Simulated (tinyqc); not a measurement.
Transfer curve: field-effect mobility of a thin-film transistor with band-tail and deep states (multiple trapping). Computed by tinyqc, a small Python program. Command: `OMP_NUM_THREADS=1 python tinyqc.py 3023134 3023135 out.jsonl tft walk`. One thread of a shared host (Intel(R) Xeon(R) Processor @ 2.30GHz), about 0.09 s of CPU time with the checks.

A thick film in accumulation at small drain voltage. Only free electrons move; trapped ones still screen the gate. N_c and mu_0 are held fixed when T changes, leaving out the T^(3/2) growth of N_c. x = E_0 - psi is the distance of the Fermi level below the band edge.

Inputs (values chosen for the exercise, modelled on polycrystalline silicon): permittivity eps = 11.7; effective density of states N_c = 2.8e+19 1/cm^3; band mobility mu_0 = 180 cm^2/(V s); tail density at the edge g_t = 1.2e+21 1/(eV cm^3); tail width E_t = 45 meV; flat-band Fermi level below the edge, E_0 = 0.57 eV; equivalent oxide thickness t = 53 nm; temperature T = 350 K.

Deep states: none.

Constants: k_B = 8.617333262e-05 eV/K; e = 1.602176634e-19 C; eps_0 = 8.8541878128e-12 F/m.

Method:
- F_j(eta) = int_0^infinity x^j/(1 + exp(x - eta)) dx, without a gamma-function factor.
- Integrals over x = E/(k_B T) use 160 Gauss-Legendre points in u = sqrt(x) from 0 to sqrt(max(eta, 0) + 32).
- Free n(x) = N_c (2/sqrt(pi)) F_1/2(-x/k_B T), with F_1/2 from its two-term series in exp(-x/k_B T) for x >= 12 k_B T; tail n_t(x) = int_0^1.2eV g_t exp(-E/E_t)/(1 + exp((x - E)/k_B T)) dE, E counted down from the edge, 120 Gauss-Legendre points; space charge rho(psi) = n + n_t less its value at psi = 0.
- Poisson: F(psi) = sqrt((2 e/(eps eps_0)) int_0^psi rho dpsi'); V_G - V_FB = psi_s + eps F(psi_s) t/3.9; free sheet density N_f = int (n - n(E_0))/F dpsi; induced sheet density N_i = eps eps_0 F(psi_s)/e; trapezoid rule on 301 even points in psi, the first interval left out of N_f.
- mu_eff = mu_0 N_f/N_i; field-effect mobility mu_FE = mu_0 e (dN_f/dV_G)/C_ox and swing S = dV_G/dlog10(N_f), by a central difference of +/- 2 mV in psi_s; C_ox = 3.9 eps_0/t.

Against the band bending:
```
psi_s (V)  V_G - V_FB (V)  N_f (1/cm^2)  mu_eff (cm^2/(V s))  mu_FE (cm^2/(V s))  S (mV/decade)
0.20                0.541    2.9203e+08                0.379                0.55            546
0.28                1.126    1.6167e+09                0.846                1.49           1107
0.35                2.183    7.4859e+09                1.808                3.47           2198
0.41                3.919    2.8276e+10                3.567                7.23           3989
0.46                6.404    8.6360e+10                6.431               13.71           6424
0.50                9.411    2.1177e+11               10.519               23.64           9135
0.54               13.575    5.1477e+11               17.481               41.60          12614
0.58               18.995    1.1949e+12               28.722               69.90          17426
0.63               27.523    2.9375e+12               48.349              108.38          27624
```

The steepest swing among the rows is 546 mV/decade. mu_eff climbs from 0.38 to 48, 27 % of mu_0 in the last row. Between rows 6 and 7 N_f scales as (V_G - V_FB - psi_s)^2.34; an exponential tail holding all the charge would give the larger of 1 and 2 E_t/k_B T - 1, here 1.98, and free charge alone 1. The last row needs an oxide field above 5 MV/cm, near or beyond breakdown.
